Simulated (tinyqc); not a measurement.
From results back to parameters: carrier statistics of a doped semiconductor with parabolic bands. Two cases, with inputs chosen for the exercise.

Problem. ni^2 = C^2 (T/300 K)^3 exp(-Eg(T)/kB T) with Eg(T) = Eg0 - al T^2/(T + be). Two intrinsic densities were computed from hidden Eg0 and C = sqrt(Nc Nv) at 300 K.

Constants: kB = 8.617333262e-05 eV/K.

Find: Eg0; C.

Method. y(T) = 2 ln ni - 3 ln(T/300) - al T/((T + be) kB) equals 2 ln C - Eg0/(kB T), a straight line in 1/T; two points give slope and intercept.

Case 1.

Values chosen (near those of InP; shifted at random, so the results belong to these values and not to a real crystal): al = 0.000365 eV/K (Varshni alpha); be = 159 K (Varshni beta); T1 = 270 K; T2 = 510 K.

ni(T1) = 531823 1/cm^3
ni(T2) = 2.99915e+12 1/cm^3

Solution.

Eg0 = 1.415 eV
C = 2.64e+18 1/cm^3

Case 2.

Values chosen (near those of InSb; shifted at random, so the results belong to these values and not to a real crystal): al = 0.000318 eV/K (Varshni alpha); be = 170 K (Varshni beta); T1 = 320 K; T2 = 520 K.

ni(T1) = 2.77582e+16 1/cm^3
ni(T2) = 3.55956e+17 1/cm^3

Solution.

Eg0 = 0.235 eV
C = 5.33e+17 1/cm^3

Computed by tinyqc, one run a case: `OMP_NUM_THREADS=1 python tinyqc.py N N+1 out.jsonl` with N = 1682525, 1682617; one thread of a shared Intel(R) Xeon(R) Processor @ 2.30GHz, about 0.01 s a run at most.
